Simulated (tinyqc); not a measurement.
What moves the results: hydrogenic donor in a hard-walled well (variational). A value that a table varies takes the place of the one given here.

Trial function cos(pi z/L) exp(-r/lam), r measured from the donor at zi, walls at +/- L/2, one eps everywhere. Counted from the lowest subband, E(lam) = c/(m lam^2) - (q/eps) I0/I1, with I0 the integral of cos^2(pi z/L) exp(-2|z - zi|/lam) over the well and I1 the same with the factor (|z - zi| + lam/2); c = hbar^2/2m0, q = e^2/(4 pi eps0). The binding energy is -E at the minimum.

Constants: hbar^2/2m0 = 3.80998211 eV angstrom^2; e^2/(4 pi eps0) = 14.39964547 eV angstrom; Ry = 13.60569312 eV.

Parameters, chosen for this exercise (near those of GaAs; shifted at random, so the results belong to these values and not to a real crystal):
```
symbol  value                              unit      meaning
m       0.069                              m0        mass
eps     13.2                                         dielectric constant
Ls      (18, 39, 95, 194, 387, 639, 1288)  angstrom  widths
L       445                                angstrom  well width
zi      40                                 angstrom  position of the donor from the centre
```

## Width of the well

Ry* = 5.3879 meV
a* = 101.234 angstrom

Donor at the centre and at the wall (zi = L/2).

Binding:
```
L (angstrom)   L/a*  centre (meV)  in Ry*  wall (meV)  in Ry*  centre/wall
18             0.18         18.16   3.371       13.79   2.559         1.32
39             0.39         15.79   2.930       10.42   1.934         1.52
95             0.94         12.38   2.298        6.83   1.268         1.81
194            1.92          9.67   1.795        4.59   0.852         2.11
387            3.82          7.53   1.398        3.05   0.565         2.47
639            6.31          6.46   1.199        2.28   0.423         2.84
1288          12.72          5.70   1.058        1.65   0.306         3.45
```

What can be read from the table?

At the centre the binding falls from 3.37 to 1.06 Ry*, between the limits 4 and 1. At the wall it falls from 2.56 to 0.31 Ry*, towards 1/4: the wall forces a node through the donor, as in a 2p state. With this trial function, which underbinds wall donors by about a tenth, the wall donor drops below the bulk value between 95 and 194 angstrom. The ratio grows from 1.32 to 3.45.

## Position of the donor

Fixed width; zi from the centre to the wall.

Binding:
```
2 zi/L  zi (angstrom)  lam (angstrom)  binding (meV)  in Ry*
0.0               0.0           106.8           7.19   1.334
0.2              44.5           106.6           6.99   1.297
0.4              89.0           107.4           6.33   1.175
0.6             133.5           116.2           5.14   0.954
0.8             178.0           157.5           3.71   0.688
0.9             200.2           189.6           3.18   0.590
1.0             222.5           219.2           2.80   0.520
```

What can be read from the table?

Uniform doping spreads the level over 4.39 meV, from 7.19 at the centre to 2.80 at the wall, while lam grows by 105 %. The slope is flat at the centre, which gives a peak in the density of donor states there, and steepest between 2 zi/L = 0.6 and 0.8.

## What each parameter does

The minimum over lam; Ry* = Ry m/eps^2. Each row changes one parameter from the base and keeps the others.

Results:
```
case              binding (meV)  lam (angstrom)  binding/Ry*
base                       7.03           106.6        1.304
m = 0.083 m0               8.01            89.0        1.235
eps = 14.5                 6.00           116.6        1.343
L = 578 angstrom           6.57           107.2        1.219
zi = 20 angstrom           7.15           106.7        1.327
```

What can be read from the table?

The largest shifts from the base row, up to three for each result and ties (the steps differ in size, so this ranks the rows, not the parameters). binding (meV): eps -1.03, m +0.98, L -0.46. lam (angstrom): m -17.6, eps +9.9, L +0.6. binding/Ry*: L -0.085, m -0.069, eps +0.039.

Run: tinyqc, `OMP_NUM_THREADS=1 python tinyqc.py 1252751 1252752 out.jsonl`; Intel(R) Xeon(R) Processor @ 2.30GHz, one thread, shared host; about 0.03 s of CPU time with all checks.
